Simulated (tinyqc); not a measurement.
From results back to parameters: finite square well with mass mismatch (envelope functions). Two cases, with inputs chosen for the exercise.

Problem. The lowest level of this well was computed from a hidden depth V0.

A square well of width L and depth V0, mass mw inside and mb outside, energies from the bottom of the well, c = hbar^2/2m0. k = sqrt(mw E/c), kappa = sqrt(mb (V0 - E)/c). psi and psi'/m are continuous at the walls (BenDaniel-Duke), so level n solves k L + 2 atan[(k/mw)/(kappa/mb)] = n pi.

Constants: hbar^2/2m0 = 3.80998211 eV angstrom^2.

Find: k; kappa; V0.

Method. For n = 1 the condition reads kappa = (mb/mw) k tan(kL/2); then V0 = E1 + c kappa^2/mb.

Case 1.

Values chosen (out of a larger set: near those of the heavy valleys of a Si film in SiO2; not measured data): L = 20 angstrom (well width); mw = 0.892 m0 (mass in the well); mb = 0.523 m0 (mass in the barrier).

E1 = 0.088970 eV

Solution.

k = 0.14433 1/angstrom
kappa = 0.6599 1/angstrom
V0 = 3.261 eV

Case 2.

Values chosen (out of a larger set: near those of a non-polar GaN well in AlN; not measured data): L = 25 angstrom (well width); mw = 0.195 m0 (mass in the well); mb = 0.327 m0 (mass in the barrier).

E1 = 0.176229 eV

Solution.

k = 0.09497 1/angstrom
kappa = 0.3946 1/angstrom
V0 = 1.990 eV

Computed by tinyqc, one run a case: `OMP_NUM_THREADS=1 python tinyqc.py N N+1 out.jsonl` with N = 1250764, 1250775; one thread of a shared Intel(R) Xeon(R) Processor @ 2.30GHz, about 0.01 s a run at most.
